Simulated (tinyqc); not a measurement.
From one set of inputs to another, one input at a time: competing polymorphs of an oxide film: bulk, surface, grain-boundary, dopant and field terms. Computed by tinyqc, a small Python program. Command: `OMP_NUM_THREADS=1 python tinyqc.py 3031835 3031836 out.jsonl polymorph ladder`. One thread of a shared host (Intel(R) Xeon(R) Processor @ 2.30GHz), about 0.01 s of CPU time with the checks.

Phases: monoclinic m (reference), polar orthorhombic o, tetragonal t. Free energies per formula unit (f.u.); 1 J/m^2 x angstrom^3/nm = 6.241509 meV.

The inputs printed are set A. Inputs not listed in the table keep their values of set A, so the rows need not describe a real material.

Inputs (values chosen for the exercise, for a model oxide):

| quantity | value | unit |
|---|---|---|
| energy of the polar phase o over m | 69.1 | meV/f.u. |
| energy of the tetragonal phase t over m | 169 | meV/f.u. |
| entropy of o over m | 0.0096 | meV/(f.u. K) |
| entropy of t over m | 0.067 | meV/(f.u. K) |
| surface energy of m | 3.26 | J/m^2 |
| surface energy of o | 3 | J/m^2 |
| surface energy of t | 2.8 | J/m^2 |
| volume per formula unit Omega | 32.6 | angstrom^3 |
| film thickness h | 25 | nm |
| grain radius R | 16 | nm |
| temperature T | 900 | K |
| dopant content x | 3.3 | % |
| shift of o per % of dopant | -4.2 | meV/f.u. |
| shift of t per % of dopant | -13 | meV/f.u. |
| width sigma of ln R | 0.42 | - |
| interlayer thickness (SiO2) | 1.2 | nm |

Geometry: free particles.

permittivities of m, o, t: 18  27  44

Method:
- Bulk term b = H - T S + (shift) x, zero for m. The undoped bulk turns from m to t at T = H_t/S_t.
- Area per volume: A = 3/R for a sphere; G = b + gamma Omega A.
- With G = b + gamma Omega A (b the bulk free energy per formula unit, A the area per volume), two phases i, j cross at A_ij = (b_j - b_i)/(Omega (gamma_i - gamma_j)); o has a window only if A_mo < A_ot.
- Grain radii are log-normal by volume with median R and width sigma; the share with A above A* is that with radius below R*, R* = 3/A* (all if A* <= 0), share = (1/2) erfc[-ln(R*/R)/(sqrt 2 sigma)]. Effective permittivity of a layer of thickness h built of such grains, taken in parallel: sum of share x eps; EOT = interlayer + 3.9 h/eps.

Each row keeps all changes above it:

| input moved | from | to | G(o) - G(m) (meV/f.u.) | effective permittivity | equivalent oxide thickness (nm) |
|---|---|---|---|---|---|
| set A | - | - | 36.68 | 18.02 | 6.610 |
| temperature T (K) | 900 | 300 | 42.44 | 18.00 | 6.617 |
| energy of the tetragonal phase t over m (meV/f.u.) | 169 | 168 | 42.44 | 18.00 | 6.617 |
| shift of t per % of dopant (meV/f.u.) | -13 | -8.6 | 42.44 | 18.00 | 6.617 |
| film thickness h (nm) | 25 | 15 | 42.44 | 18.00 | 4.450 |
| energy of the polar phase o over m (meV/f.u.) | 69.1 | 74.7 | 48.04 | 18.00 | 4.450 |
| dopant content x (%) | 3.3 | 4.2 | 44.26 | 18.00 | 4.450 |
| surface energy of t (J/m^2) | 2.8 | 2.05 | 44.26 | 18.46 | 4.369 |

Which inputs carry the difference?

G(o) - G(m) goes from 36.7 to 44.3, a factor 1.21 in all. The largest single move comes from temperature T (a factor 1.16), and dopant content x works against it (a factor 0.921). Effective permittivity goes from 18.0 to 18.5, a factor 1.024 in all. The largest single move comes from surface energy of t (a factor 1.025). Equivalent oxide thickness goes from 6.61 to 4.37, a factor 0.661 in all. The largest single move comes from film thickness h (a factor 0.673). The single moves hold for this order of the switches; the total does not depend on the order.

Caution (all rows): this is an equilibrium ranking; real films often keep the phase that nucleates first on cooling from t.

Extremes, crossings and ranges named in words are read from the listed rows.
